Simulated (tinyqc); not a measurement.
Empirical pseudopotential in a few plane waves, step by step. One step of it, computed by the program tinyqc.

Task: Bloch Hamiltonian at k. Basis: the 15 shortest G (labels in 2 pi/a), the same at every k. H(G,G') = c |k + G|^2 delta + VS(|G-G'|^2) cos((G-G').tau) + i VA sin((G-G').tau), tau = a/8 (1,1,1); 1 Ry = 13.605693 eV.

Parameters chosen for this model: fcc lattice, atoms at +/- a/8 (1,1,1); form factors in rydberg at |G|^2 in units of (2 pi/a)^2:
```
parameter                 value      unit
a                      5.970000  angstrom
VS(3)                 -0.229000        Ry
VS(8)                  0.042000        Ry
VS(11)                 0.056000        Ry
VA(3)                  0.145000        Ry
VA(4)                  0.091000        Ry
VA(11)                 0.028000        Ry
hbar^2/2m (2 pi/a)^2   4.220209        eV
```

k point k (2 pi / a): 0.430000  -0.580000  0.030000

Give: H(k) at k.

Result:

H(k) at k (eV):
```
               +0+0+0         -1-1-1         -1-1+1         -1+1-1
+0+0+0          2.204   2.203+1.395i  -2.203+1.395i  -2.203+1.395i
-1-1-1   2.203-1.395i         15.877   0.000-1.238i   0.000-1.238i
-1-1+1  -2.203-1.395i   0.000+1.238i         16.384          0.571
-1+1-1  -2.203-1.395i   0.000+1.238i          0.571          6.086
-1+1+1  -2.203+1.395i         -0.571   0.000+1.238i   0.000+1.238i
+1-1-1  -2.203-1.395i   0.000+1.238i          0.571          0.571
+1-1+1  -2.203+1.395i         -0.571   0.000+1.238i          0.000
+1+1-1  -2.203+1.395i         -0.571          0.000   0.000+1.238i
+1+1+1   2.203+1.395i          0.000         -0.571         -0.571
-2+0+0   0.000-1.238i  -2.203+1.395i  -2.203-1.395i  -2.203-1.395i
+0-2+0   0.000-1.238i  -2.203+1.395i  -2.203-1.395i   0.539-0.269i
+0+0-2   0.000-1.238i  -2.203+1.395i   0.539-0.269i  -2.203-1.395i
+0+0+2   0.000+1.238i  -0.539-0.269i   2.203+1.395i  -0.539+0.269i
+0+2+0   0.000+1.238i  -0.539-0.269i  -0.539+0.269i   2.203+1.395i
+2+0+0   0.000+1.238i  -0.539-0.269i  -0.539+0.269i  -0.539+0.269i

               -1+1+1         +1-1-1         +1-1+1         +1+1-1
+0+0+0  -2.203-1.395i  -2.203+1.395i  -2.203-1.395i  -2.203-1.395i
-1-1-1         -0.571   0.000-1.238i         -0.571         -0.571
-1-1+1   0.000-1.238i          0.571   0.000-1.238i          0.000
-1+1-1   0.000-1.238i          0.571          0.000   0.000-1.238i
-1+1+1          6.593          0.000          0.571          0.571
+1-1-1          0.000         23.136   0.000-1.238i   0.000-1.238i
+1-1+1          0.571   0.000+1.238i         23.642          0.571
+1+1-1          0.571   0.000+1.238i          0.571         13.345
+1+1+1   0.000+1.238i         -0.571   0.000+1.238i   0.000+1.238i
-2+0+0   2.203-1.395i   0.539-0.269i  -0.539-0.269i  -0.539-0.269i
+0-2+0  -0.539-0.269i  -2.203-1.395i   2.203-1.395i  -0.539-0.269i
+0+0-2  -0.539-0.269i  -2.203-1.395i  -0.539-0.269i   2.203-1.395i
+0+0+2  -2.203+1.395i  -0.539+0.269i  -2.203+1.395i   0.539+0.269i
+0+2+0  -2.203+1.395i  -0.539+0.269i   0.539+0.269i  -2.203+1.395i
+2+0+0   0.539+0.269i   2.203+1.395i  -2.203+1.395i  -2.203+1.395i

               +1+1+1         -2+0+0         +0-2+0         +0+0-2
+0+0+0   2.203-1.395i   0.000+1.238i   0.000+1.238i   0.000+1.238i
-1-1-1          0.000  -2.203-1.395i  -2.203-1.395i  -2.203-1.395i
-1-1+1         -0.571  -2.203+1.395i  -2.203+1.395i   0.539+0.269i
-1+1-1         -0.571  -2.203+1.395i   0.539+0.269i  -2.203+1.395i
-1+1+1   0.000-1.238i   2.203+1.395i  -0.539+0.269i  -0.539+0.269i
+1-1-1         -0.571   0.539+0.269i  -2.203+1.395i  -2.203+1.395i
+1-1+1   0.000-1.238i  -0.539+0.269i   2.203+1.395i  -0.539+0.269i
+1+1-1   0.000-1.238i  -0.539+0.269i  -0.539+0.269i   2.203+1.395i
+1+1+1         13.852  -0.539-0.269i  -0.539-0.269i  -0.539-0.269i
-2+0+0  -0.539+0.269i         11.826          0.571          0.571
+0-2+0  -0.539+0.269i          0.571         28.876          0.571
+0+0-2  -0.539+0.269i          0.571          0.571         18.578
+0+0+2  -2.203-1.395i         -0.571         -0.571          0.000
+0+2+0  -2.203-1.395i         -0.571          0.000         -0.571
+2+0+0  -2.203-1.395i          0.000         -0.571         -0.571

               +0+0+2         +0+2+0         +2+0+0
+0+0+0   0.000-1.238i   0.000-1.238i   0.000-1.238i
-1-1-1  -0.539+0.269i  -0.539+0.269i  -0.539+0.269i
-1-1+1   2.203-1.395i  -0.539-0.269i  -0.539-0.269i
-1+1-1  -0.539-0.269i   2.203-1.395i  -0.539-0.269i
-1+1+1  -2.203-1.395i  -2.203-1.395i   0.539-0.269i
+1-1-1  -0.539-0.269i  -0.539-0.269i   2.203-1.395i
+1-1+1  -2.203-1.395i   0.539-0.269i  -2.203-1.395i
+1+1-1   0.539-0.269i  -2.203-1.395i  -2.203-1.395i
+1+1+1  -2.203+1.395i  -2.203+1.395i  -2.203+1.395i
-2+0+0         -0.571         -0.571          0.000
+0-2+0         -0.571          0.000         -0.571
+0+0-2          0.000         -0.571         -0.571
+0+0+2         19.591          0.571          0.571
+0+2+0          0.571          9.294          0.571
+2+0+0          0.571          0.571         26.343
```
